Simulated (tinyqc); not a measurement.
Double-gate transistor below threshold, two-dimensional Poisson equation on a small mesh: one step of the calculation.

Half of a symmetric double-gate structure: row 0 is the mid-plane of the body, where the normal field vanishes. Mobile charge is neglected (subthreshold), the body is fully depleted, and potentials are counted from the intrinsic level; rows run upward to the gate, columns from source to drain.

Task. Coefficients of the five-point equations. Mesh: rows i = 0..2 in the semiconductor (step hs = tb/2, row 2 on the interface), then 2 step(s) ho = tox/2 up to the gate row 4; columns j = 0..5 (step hy = L/5). Box integration, divided by eps0: up_i = eps hy/h of the interval above row i, dn_i = that of the interval below (0 for row 0), lat_i = (sum of eps h/2 over the intervals above and below)/hy, s_i = -q Na w_i hy/eps0 with w_i the semiconductor height of the box (hs/2 for row 0 and the interface row, hs between, 0 in the insulator). Each free node obeys (up + dn + 2 lat) psi = up psi(above) + dn psi(below) + lat [psi(left) + psi(right)] + s.

Inputs (values chosen for the exercise); semiconductor permittivity made up: relative permittivity of the semiconductor eps_r = 11.1; relative permittivity of the insulator eox = 3.9; half the body thickness tb = 5 nm; insulator thickness tox = 1.9 nm; channel length L = 39 nm; acceptor density of the depleted body Na = 1.9e18 cm^-3.

Constants: q = 1.602176634e-19 C, eps0 = 8.8541878128e-14 F/cm where lengths are in cm. Results are converted to the units shown.

Find: up; dn; lat; s.

Result.

```
row      up      dn      lat     s (V)
0    34.632       0   1.7788  -0.33521
1    34.632  34.632   3.5577  -0.67042
2    32.021  34.632   2.0163  -0.33521
3    32.021  32.021  0.47500         0
```

tinyqc, about 0.1 s, one thread, Intel Xeon 2.30GHz (shared host): `OMP_NUM_THREADS=1 python tinyqc.py 2480120 2480121 out.jsonl`
